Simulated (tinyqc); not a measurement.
The decay curve: photoconductance decay in a wafer: bulk and surface recombination modes, and iron detection by pair splitting. Computed by tinyqc, a small Python program. Command: `OMP_NUM_THREADS=1 python tinyqc.py 3112186 3112187 out.jsonl pcd walk`. One thread of a shared host (Intel(R) Xeon(R) Processor @ 2.30GHz), about 0.01 s of CPU time with the checks.

Both faces of the wafer have the same S; injection is low and all coefficients are constant. x runs from -W/2 to W/2.

Inputs (values chosen for the exercise, modelled on p-type silicon):

| quantity | value | unit |
|---|---|---|
| thickness W | 775 | micrometre |
| diffusivity D | 27 | cm^2/s |
| bulk lifetime tau_b without iron | 18 | microsecond |
| surface recombination velocity S | 360 | cm/s |
| absorption coefficient alpha | 1100 | 1/cm |

Method:
- Even modes cos(a x) obey b tan b = S W/(2 D) with b = a W/2, odd modes sin(a x) obey -b cot b = S W/(2 D); each decays at the rate 1/tau_b + D a^2.
- tau_eff is the decay time of the first mode. The surface time is 1/(D a^2) of that mode; shortcuts for it are W/(2 S), W^2/(pi^2 D) and their sum, whose error is sum/surface time - 1.
- Light from one face makes n(x, 0) proportional to exp(-alpha (x + W/2)). Only even modes carry the thickness average: weight c_n = [sin b/b] int n cos(a x) dx / (int cos^2(a x) dx x mean n), with int exp(-alpha (x + W/2)) cos(a x) dx = [alpha cos b (1 - E) + a sin b (1 + E)]/(alpha^2 + a^2), E = exp(-alpha W), and int cos^2 = W/2 + sin(2 b)/(2 a).
- Mean density = sum_n c_n exp(-t/tau_n) over 60 modes; the local decay time is -1/(d ln n/dt).

W^2/(pi^2 D) = 22.5393 microsecond

tau_eff = 15.7615 microsecond

Decay:

| t / (W^2/(pi^2 D)) | t (microsecond) | mean density/start | local decay time (microsecond) |
|---|---|---|---|
| 0.02 | 0.451 | 0.93577 | 9.069 |
| 0.05 | 1.127 | 0.87574 | 11.086 |
| 0.10 | 2.254 | 0.79656 | 12.539 |
| 0.20 | 4.508 | 0.67211 | 13.838 |
| 0.50 | 11.270 | 0.42371 | 15.201 |
| 1.00 | 22.539 | 0.20501 | 15.691 |
| 2.00 | 45.079 | 0.04899 | 15.761 |

What follows from these numbers?

The local decay time goes from 9.07 to 15.8 microsecond against tau_eff = 15.8. Early on higher modes speed the decay, so a fit must start late.
